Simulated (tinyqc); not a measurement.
# From dn, finite wafer back to front recombination velocity S_f

Model: surface photovoltage measurement of the minority-carrier diffusion length in a wafer. Computed by tinyqc, a small Python program. Command: `OMP_NUM_THREADS=1 python tinyqc.py 3130364 3130365 out.jsonl spv inv`. One thread of a shared host (Intel(R) Xeon(R) Processor @ 2.30GHz), about 0.02 s of CPU time with the checks.

Low injection, steady light, a depletion layer much thinner than 1/alpha and L. The excess density dn is taken at the front edge of the neutral region; light that reaches the back is lost.

Inputs (values chosen for the exercise, modelled on p-type silicon at room temperature):
```
quantity                                             value        unit
diffusion length L                                     110  micrometre
wafer thickness W                                      725  micrometre
diffusivity D                                         32.3      cm^2/s
back recombination velocity S_b                     470000        cm/s
photon flux entering                               2.5e+12  1/(cm^2 s)
minority density at the surface barrier scale n_0  9.7e+09      1/cm^3
temperature T                                          298           K
wavelength                                             932          nm
```

Constants: k_B = 8.617333262e-05 eV/K.

Method:
- alpha = (84.732/lambda - 76.417)^2 per cm with lambda in micrometre (an empirical fit for silicon between 0.7 and 1.05 micrometre).
- Thick wafer: dn = Phi L/((S_f + D/L)(L + 1/alpha)). Finite wafer, with s = S_b L/D, w = W/L, a = alpha L: dn = [Phi a/(a^2 - 1)] [a - B - exp(-alpha W)(a - s)/(cosh w + s sinh w)]/(S_f + B D/L), B = (sinh w + s cosh w)/(cosh w + s sinh w).
- Photovoltage V = (k_B T/e) ln(1 + dn/n_0). Lifetime = L^2/D.

Question. A run gave the result below. Find the front recombination velocity S_f, known to lie between 3900 and 12000 cm/s.

dn, finite wafer = 1.918277e+08 1/cm^3

Answer.

Each step takes the trial c = (a f_b - b f_a)/(f_b - f_a), f being the result less the target and a, b, c the logarithms of the listed values; c replaces end b, the old b replaces a if the sign of f changed, and otherwise f_a is halved.

Scan of the range:
```
front recombination velocity S_f (cm/s)  dn, finite wafer (1/cm^3)
3900                                                   2.55271e+08
4700                                                   2.28528e+08
5670                                                   2.02772e+08
6840                                                   1.78505e+08
8250                                                   1.56005e+08
9950                                                   1.35424e+08
12000                                                  1.16838e+08
```

False position (Illinois rule, in the logarithm of the input) inside the bracket:
```
step    end a    end b    trial  dn, finite wafer (1/cm^3)
1     5670.00  6840.00  6170.58                1.91626e+08
2     5670.00  6170.58  6152.05                1.92017e+08
3     6170.58  6152.05  6161.00                1.91828e+08
4     6152.05  6161.00  6161.00                1.91828e+08
```

dn, finite wafer falls at every point of a 13-point scan of the range (every second point is shown), so one value fits; it is bracketed by 5670 and 6840. Answer: front recombination velocity S_f = 6161 cm/s.
